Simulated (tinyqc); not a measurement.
On-chip interconnect, size-dependent resistivity and RC delay: two steps of the calculation.

A rectangular line between two neighbours and two ground planes. Surface and grain-boundary scattering are added to the bulk resistivity as corrections; capacitances are parallel-plate values without fringing; inductance is ignored.

Values chosen for this exercise; metal values close to those of copper:
```
symbol,value,unit,meaning
Lw,69,um,line length
Rd,5600,ohm,driver resistance
Cl,0.068,fF,load capacitance
dt,6.2,ps,time step
```

Task 1. Ladder and Elmore delays. 6 equal pi sections: series Rs = r Lw/6; node capacitances c Lw/6, halved at nodes 0 and 6, with Cl added to node 6; Rd feeds node 0. Elmore delay of node k: the sum, over the resistors on the path to k, of resistance times all capacitance downstream of it.

r = 151.33167 ohm/um
c = 0.045880791 fF/um

Wanted: Rs; C; Elmore delay.

Result 1.

Rs = 1740.3 ohm

```
node,C (fF),Elmore delay (ps)
0,0.26381,18.109
1,0.52763,23.278
2,0.52763,27.528
3,0.52763,30.860
4,0.52763,33.274
5,0.52763,34.770
6,0.33181,35.348
```

The far-end value equals Rd (c Lw + Cl) + r Lw (c Lw/2 + Cl) for any number of pi sections; the line resistance contributes 48.8 % of it.

Task 2. Node voltages after a time step. A 1 V step is applied behind Rd at t = 0. C dv/dt = -G v + b, with G the conductance matrix of the ladder (1/Rs between neighbours, 1/Rd added at node 0) and b = (1 V/Rd, 0, ...). Trapezoidal step: (C/dt + G/2) v(new) = (C/dt - G/2) v + b.

Rs = 1740.3142 ohm

```
node,C (fF),v at t = 0 (V)
0,0.26381455,0
1,0.52762910,0
2,0.52762910,0
3,0.52762910,0
4,0.52762910,0
5,0.52762910,0
6,0.33181455,0
```

Wanted: v at t = 1 dt.

Result 2.

```
node,v at t = 1 dt (V)
0,0.71175
1,0.41681
2,0.24533
3,0.14652
4,0.09112
5,0.06270
6,0.05285
```

Range of the model: The metal width is under the mean free path, where the thick-limit surface term and the simple sum of corrections lose accuracy.

Program tinyqc, `OMP_NUM_THREADS=1 python tinyqc.py 2100062 2100063 out.jsonl`; Intel Xeon 2.30GHz, shared host, one thread, about 0.01 s.
